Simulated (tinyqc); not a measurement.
Inverse iteration on a symmetric matrix, step by step. Computed by tinyqc, a small Python program that keeps every step. Settings: method = inverse, shift = 1.09. Command: `OMP_NUM_THREADS=1 python tinyqc.py 29547 29548 out.jsonl` (the two numbers bound the seeds that draw the settings). One thread of a shared host (Intel(R) Xeon(R) Processor @ 2.60GHz), about 0.01 s of CPU time with the checks.

A:
$$\begin{pmatrix}
0.9280 & -0.2040 & 0.1640 & 0.4440 & 0.1590 \\
-0.2040 & 1.7450 & -0.8880 & -0.6830 & 0.2630 \\
0.1640 & -0.8880 & 2.1610 & -0.4760 & 0.0360 \\
0.4440 & -0.6830 & -0.4760 & 3.5720 & 0.6300 \\
0.1590 & 0.2630 & 0.0360 & 0.6300 & 3.6210
\end{pmatrix}$$

Stop when the residual |A v - lambda v| is below 1e-9.

Steps:
```
step    lambda  residual
1     0.848679  2.51e-01
2     0.843084  4.34e-02
3     0.849085  2.44e-02
4     0.851640  1.54e-02
5     0.852658  9.65e-03
6     0.853057  6.03e-03
7     0.853212  3.76e-03
8     0.853273  2.34e-03
9     0.853296  1.46e-03
10    0.853305  9.10e-04
11    0.853309  5.67e-04
12    0.853310  3.53e-04
13    0.853311  2.20e-04
14    0.853311  1.37e-04
15    0.853311  8.54e-05
16    0.853311  5.32e-05
17    0.853311  3.31e-05
18    0.853311  2.06e-05
19    0.853311  1.29e-05
20    0.853311  8.01e-06
21    0.853311  4.99e-06
22    0.853311  3.11e-06
23    0.853311  1.94e-06
24    0.853311  1.21e-06
25    0.853311  7.52e-07
26    0.853311  4.68e-07
27    0.853311  2.92e-07
28    0.853311  1.82e-07
29    0.853311  1.13e-07
30    0.853311  7.05e-08
```

Can the last value be used, and what does the course show?

Not by the stop rule, although the second column moves by less than 1e-07 over the last three steps. Not converged in 30 steps: the residual falls only by the ratio of the two smallest distances of eigenvalues from the shift, 0.62 a step. all eigenvalues, for comparison: [0.7101, 0.8533, 2.8393, 3.2793, 4.3449].
